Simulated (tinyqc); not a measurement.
# Worked calculation: capacitance of parallel on-chip lines from Laplace's equation on a mesh

tinyqc, about 0.7 s, one thread, Intel Xeon 2.30GHz (shared host): `OMP_NUM_THREADS=1 python tinyqc.py 2790210 2790211 out.jsonl` Printed values are rounded.

Cross-section of an endless row of equal lines between two grounded planes; neighbours are driven in antiphase (+1 V and -1 V), so the plane midway between two lines is at 0 V. By symmetry one quarter is solved: x runs from the centre of a line (column 0, mirror) to that midplane (column 3, 0 V), y from the mid-height of the line (row 0, mirror) to the ground plane (row 5, 0 V). The line fills columns 0 to 1 and rows 0 to 2 at 1 V. Cells beside the line (below row 2) have e2, cells above have e1. Each link between nodes has the conductance g = mean permittivity of the two cells beside it (a cell beyond a mirror counts as 0), and the free nodes obey sum g (V_neighbour - V) = 0.

Values chosen for this exercise:

| symbol | value | unit | meaning |
|---|---|---|---|
| e1 | 4.2 |  | relative permittivity above and below the lines |
| e2 | 7 |  | relative permittivity between the lines |
| om | 1.2 |  | over-relaxation factor |

Constants: eps0 = 8.8541878128e-12 F/m. Results are converted to the units shown.

## Link conductances

gx[j, i] joins node (row j, column i) to column i + 1, gy[j, i] to row j + 1.

gx:

|  | col 0 | col 1 | col 2 |
|---|---|---|---|
| row 0 | 3.5 | 3.5 | 3.5 |
| row 1 | 7 | 7 | 7 |
| row 2 | 5.6 | 5.6 | 5.6 |
| row 3 | 4.2 | 4.2 | 4.2 |
| row 4 | 4.2 | 4.2 | 4.2 |
| row 5 | 2.1 | 2.1 | 2.1 |

gy:

|  | col 0 | col 1 | col 2 | col 3 |
|---|---|---|---|---|
| row 0 | 3.5 | 7 | 7 | 3.5 |
| row 1 | 3.5 | 7 | 7 | 3.5 |
| row 2 | 2.1 | 4.2 | 4.2 | 2.1 |
| row 3 | 2.1 | 4.2 | 4.2 | 2.1 |
| row 4 | 2.1 | 4.2 | 4.2 | 2.1 |

## Iteration 1: relaxation sweep

V at the start (V):

|  | col 0 | col 1 | col 2 | col 3 |
|---|---|---|---|---|
| row 0 | 1 | 1 | 0 | 0 |
| row 1 | 1 | 1 | 0 | 0 |
| row 2 | 1 | 1 | 0 | 0 |
| row 3 | 0 | 0 | 0 | 0 |
| row 4 | 0 | 0 | 0 | 0 |
| row 5 | 0 | 0 | 0 | 0 |

One sweep visits the free nodes row by row from row 0, left to right, and replaces V by V + om (weighted mean of the neighbours - V), using new values at once.

V after sweep 1 (V):

|  | col 0 | col 1 | col 2 | col 3 |
|---|---|---|---|---|
| row 0 | 1.000000 | 1.000000 | 0.300000 | 0.000000 |
| row 1 | 1.000000 | 1.000000 | 0.390000 | 0.000000 |
| row 2 | 1.000000 | 1.000000 | 0.446250 | 0.000000 |
| row 3 | 0.300000 | 0.390000 | 0.250875 | 0.000000 |
| row 4 | 0.090000 | 0.144000 | 0.118462 | 0.000000 |
| row 5 | 0.000000 | 0.000000 | 0.000000 | 0.000000 |

## Iteration 2: relaxation sweep

As before.

V after sweep 2 (V):

|  | col 0 | col 1 | col 2 | col 3 |
|---|---|---|---|---|
| row 0 | 1.000000 | 1.000000 | 0.474000 | 0.000000 |
| row 1 | 1.000000 | 1.000000 | 0.498075 | 0.000000 |
| row 2 | 1.000000 | 1.000000 | 0.453975 | 0.000000 |
| row 3 | 0.501000 | 0.490762 | 0.268785 | 0.000000 |
| row 4 | 0.218700 | 0.219578 | 0.122816 | 0.000000 |
| row 5 | 0.000000 | 0.000000 | 0.000000 | 0.000000 |

## Course of the relaxation

Stop when no node changes by 1e-7 V. C = 4 eps0 sum g (difference of V along the link)^2, in aF/um.

Course of the iteration:

| sweep | C (aF/um) | largest change (V) |
|---|---|---|
| 1 | 439.1601 | 0.446 |
| 2 | 403.6727 | 0.201 |
| 3 | 402.0599 | 0.0589 |
| 4 | 401.9627 | 0.0147 |
| 5 | 401.9607 | 1.56e-3 |
| 6 | 401.9606 | 3.32e-4 |
| 7 | 401.9606 | 1.05e-4 |
| 8 | 401.9606 | 2.25e-5 |
| 9 | 401.9606 | 5.08e-6 |
| 10 | 401.9606 | 3.30e-7 |
| 11 | 401.9606 | 2.56e-7 |
| 12 | 401.9606 | 1.51e-8 |

Converged in 12 sweeps. Over the last four sweeps the change shrinks by about 0.16 a sweep. C comes down from above, since the solution minimises the energy.

## Capacitance per length

converged V (V):

|  | col 0 | col 1 | col 2 | col 3 |
|---|---|---|---|---|
| row 0 | 1.000000 | 1.000000 | 0.493352 | 0.000000 |
| row 1 | 1.000000 | 1.000000 | 0.486704 | 0.000000 |
| row 2 | 1.000000 | 1.000000 | 0.453463 | 0.000000 |
| row 3 | 0.572749 | 0.517792 | 0.273965 | 0.000000 |
| row 4 | 0.255413 | 0.224452 | 0.124604 | 0.000000 |
| row 5 | 0.000000 | 0.000000 | 0.000000 | 0.000000 |

C = 4 eps0 sum g (difference of V)^2 over all links (twice the energy of the four quarters, line at 1 V). Plate estimate without fringing: eps0 [2 e1 w/hd + 2 e2 t/(s/2)], w = 2 hx, t = 4 hx, s/2 = 2 hx, hd = 3 hx.

C = 401.9606 aF/um
plate estimate = 297.5007 aF/um

C depends on the shape only, not on the mesh step hx. Meshes 6, 12 and 24 times finer extrapolate (Aitken) to 385.3 aF/um; this mesh is 4.3 % above that, and the plate estimate is 23 % below it.
